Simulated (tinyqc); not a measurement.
Effective-mass impurity with a central-cell term, in a basis of Slater functions: one step, computed by the program tinyqc. Command: `OMP_NUM_THREADS=1 python tinyqc.py 3012053 3012054 out.jsonl centralcell walk`. One thread of a shared host (Intel(R) Xeon(R) Processor @ 2.30GHz), about 0.01 s of CPU time with the checks.

The envelope obeys H = -nabla^2 - (2/r) [Z + A exp(-kappa r)] in effective units, with kappa = a*/lambda; positive A deepens the well near the core.

Task: Matrices over the s basis. zeta_i = zeta_1 beta^(i-1), i = 1..n. For s functions exp(-zeta r), with s = zeta_i + zeta_j: S = 2/s^3, T = zeta_i zeta_j S, V = -2 Z/s^2, W = -2 A/(s + kappa)^2; each function is normalised by dividing by sqrt(S_ii S_jj).

Inputs (values chosen for the exercise, with mass and screening modelled on AlN): charge Z of the core = 1; central-cell strength A = 7.7; basis size n = 3; smallest exponent zeta_1 = 0.37 1/a*; ratio beta of exponents = 2.2.

Impurity: donor, one isotropic band.

kappa = 17.87674 1/a*

Give: exponents; overlap S; kinetic T; Coulomb V; central cell W.

Result:

exponents (1/a*): [0.37, 0.814, 1.7908]

overlap S:
$$\begin{pmatrix}
1.000 & 0.797 & 0.428 \\
0.797 & 1.000 & 0.797 \\
0.428 & 0.797 & 1.000
\end{pmatrix}$$

kinetic T (Ry*):
$$\begin{pmatrix}
0.1369 & 0.2399 & 0.2834 \\
0.2399 & 0.662596 & 1.161 \\
0.2834 & 1.161 & 3.207
\end{pmatrix}$$

Coulomb V (Ry*):
$$\begin{pmatrix}
-0.74 & -0.9432 & -0.9241 \\
-0.9432 & -1.628 & -2.075 \\
-0.9241 & -2.075 & -3.5816
\end{pmatrix}$$

central cell W (Ry*):
$$\begin{pmatrix}
-0.009003 & -0.02802 & -0.08275 \\
-0.02802 & -0.08733 & -0.2584 \\
-0.08275 & -0.2584 & -0.7683
\end{pmatrix}$$
